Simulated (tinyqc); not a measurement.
Inside a calculation. Model: short-channel transistor, virtual-source model with series resistance.

Numbers from tinyqc (`OMP_NUM_THREADS=1 python tinyqc.py 2380153 2380154 out.jsonl`; about 0.02 s on one thread of a shared Intel Xeon 2.30GHz). Printed values are rounded.

The current per gate width is the charge at the top of the source barrier (the virtual source) times its velocity times a saturation function; al and be are fitting constants of the model. Units: I in uA/um, Rs in ohm um, so I Rs = 1e-6 I Rs in volts; Q in uC/cm^2, so I = 1e-4 Q vx0 Fsat with vx0 in cm/s.

Parameters, values chosen for the exercise: temperature T = 300 K; inversion capacitance Cinv = 2.84 uF/cm^2; velocity at the virtual source vx0 = 1.98e7 cm/s; apparent mobility mu = 170 cm^2/(V s); channel length L = 20 nm; threshold at zero drain voltage VT0 = 0.362 V; drain-induced barrier lowering dl = 0.156 V/V; subthreshold factor n0 = 1.28; growth of n with drain voltage nd = 0 1/V; threshold shift (in units of Vt) from weak to strong inversion al = 3.5; sharpness of saturation be = 1.8; series resistance of each contact Rs = 150 ohm um; gate voltage Vgs = 0.75 V; drain voltage Vds = 0.05 V.

Constants: q = 1.602176634e-19 C, kB = 1.380649e-23 J/K, Vt = kB T/q. Results are converted to the units shown.

## Iteration 1: current through the series resistance

I at the start = 0 uA/um

Intrinsic voltages Vg' = Vgs - I Rs, Vd' = Vds - 2 I Rs. n = n0 + nd Vd', VT = VT0 - dl Vd', Ff = 1/(1 + exp((Vg' - VT + al Vt/2)/(al Vt))), Q = Cinv n Vt ln(1 + exp((Vg' - VT + al Vt Ff)/(n Vt))), Vdsat = (vx0 L/mu)(1 - Ff) + Vt Ff, Fsat = u/(1 + u^be)^(1/be) with u = Vd'/Vdsat, and I(out) = Q vx0 Fsat per width. (Fsat takes the sign of u.) Newton step: I(new) = I + (I(out) - I)/(1 - s), s = dI(out)/dI by a central difference with +/- 0.001 uA/um.

Vg' = 0.75 V
Vd' = 0.05 V
VT = 0.3542 V
Ff = 0.00758213
Q = 1.12602 uC/cm^2
Vdsat = 0.231371 V
Fsat = 0.208843
I(out) = 465.620 uA/um
s = -2.85001
I after iteration 1 = 120.940 uA/um

## Iteration 2: current through the series resistance

As before.

Vg' = 0.731859 V
Vd' = 0.0137180 V
VT = 0.359860 V
Ff = 0.00984104
Q = 1.05901 uC/cm^2
Vdsat = 0.230903 V
Fsat = 0.0592064
I(out) = 124.146 uA/um
s = -2.76074
I after iteration 2 = 121.792 uA/um

## Course of the iteration: current through the series resistance

Stop when I changes by less than 1e-7 uA/um, or after 80 iterations.

Course of the iteration:
```
iteration  I (uA/um)  |change| (uA/um)
1            120.940               121
2            121.792             0.853
3            121.793           1.65e-4
4            121.793           < 1e-10
```

Converged in 4 iterations. The change falls from 120 in the first iteration to below the tolerance in the last.

## What the series resistance costs

converged I = 121.793 uA/um
I0 = 465.620 uA/um

Intrinsic voltages Vg' = Vgs - I Rs, Vd' = Vds - 2 I Rs. n = n0 + nd Vd', VT = VT0 - dl Vd', Ff = 1/(1 + exp((Vg' - VT + al Vt/2)/(al Vt))), Q = Cinv n Vt ln(1 + exp((Vg' - VT + al Vt Ff)/(n Vt))), Vdsat = (vx0 L/mu)(1 - Ff) + Vt Ff, Fsat = u/(1 + u^be)^(1/be) with u = Vd'/Vdsat, and I = Q vx0 Fsat per width. I0 is the current for Rs = 0. Effective velocity I/Q; transit time L Q/I.

loss against I0 = 73.8429 %
effective velocity = 1.15058e6 cm/s
transit time = 1.73826 ps

The carriers leave the virtual source at 5.81 % of vx0: Vd' is not large against Vdsat.
